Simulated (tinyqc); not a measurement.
Hot electrons in a saturated n-channel MOSFET, lucky-electron model: one step of the calculation.

Beyond pinch-off the lateral field grows as Esat cosh(y/l) over the velocity-saturated region (pseudo-two-dimensional model). Impact ionisation in this region gives the substrate current, which biases the body forward through Rsub. Currents are per width. Local-field laws: they overstate ionisation when the field peak is narrower than an energy relaxation length.

Problem. Body bias from the substrate current. Cox = 3.9 eps0/tox. Overdrive g = Vg - VT + kb Vb; Vdsat = g Esat L/(g + Esat L); Id = Cox vs (g - Vdsat); dV = Vd - Id Rd - Vdsat; Em = sqrt((dV/l)^2 + Esat^2); Isub = Id (Ai/Bi) l Em exp(-Bi/Em). Vb(new) = Rsub Isub.

Values chosen for this exercise; values close to those of silicon n-channel devices:
```
symbol  value    unit                                   meaning
L         1.2      um                            channel length
tox        26      nm                           oxide thickness
VT       0.46       V                                 threshold
vs      7.7e6    cm/s                       saturation velocity
Ai        2e6    1/cm                      ionisation prefactor
Bi       1.69   MV/cm                          ionisation field
Rd        200  ohm um     resistance of the lightly doped drain
Rsub    17000  ohm um                      substrate resistance
kb       0.22          fall of VT per volt of forward body bias
Vd        5.5       V                             drain voltage
Vg        3.5       V                              gate voltage
```

Constants: eps0 = 8.8541878128e-14 F/cm where lengths are in cm. Results are converted to the units shown.

Vb at the start = 0 V
l = 197.48418 nm
Esat = 0.049677419 MV/cm

Give: Vdsat; Id; dV; Em; Isub; Vb after iteration 1.

Solution.

Vdsat = 2.0133 V
Id = 105.00 uA/um
dV = 3.4657 V
Em = 0.18239 MV/cm
Isub = 0.042334 uA/um
Vb after iteration 1 = 7.1968e-4 V

Computed by the program tinyqc: `OMP_NUM_THREADS=1 python tinyqc.py 2550031 2550032 out.jsonl`, one thread of a shared Intel Xeon 2.30GHz, about 0.01 s for the whole run.
